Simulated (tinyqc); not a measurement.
CCD on RHF in the 6-31g basis, for H2, spin multiplicity 1, step by step. One step of it, computed by the program tinyqc.

Task: CCD: starting amplitudes. t_ij^ab = <ij||ab> / (e_i + e_j - e_a - e_b), whose energy is MP2.

orbital energies (hartree): MO1 -0.529829, MO2 0.170389, MO3 0.899415, MO4 1.168579

Two-electron integrals over orbitals (pq|rs), unique and non-zero (hartree):
```
(11|11) 0.571493    (21|21) 0.105725    (22|11) 0.439850    (22|22) 0.399714
(31|11) 0.136176    (31|22) 0.066897    (31|31) 0.095133    (32|21) 0.007396
(32|32) 0.036601    (33|11) 0.505451    (33|22) 0.400338    (33|31) 0.118553
(33|33) 0.471625    (41|21) -0.080703   (41|32) -0.046969   (41|41) 0.112047
(42|11) -0.137640   (42|22) -0.070970   (42|31) -0.080605   (42|33) -0.116959
(42|42) 0.081283    (43|21) -0.117086   (43|32) -0.034286   (43|41) 0.125328
(43|43) 0.169713    (44|11) 0.574244    (44|22) 0.447745    (44|31) 0.172273
(44|33) 0.532392    (44|42) -0.163065   (44|44) 0.636684
```

Give: Starting amplitudes; correlation energy.

Result:

Starting amplitudes (spin orbitals 1a, 1b, ...; amplitudes related by a flip of all spins are not repeated):

| from | to | t |
|---|---|---|
| 1a 1b | 2a 2b | -0.075 |
| 1a 1b | 2a 4b | 0.034 |
| 1a 1b | 3a 3b | -0.033 |
| 1a 1b | 4a 4b | -0.033 |

correlation energy = -0.02027 hartree
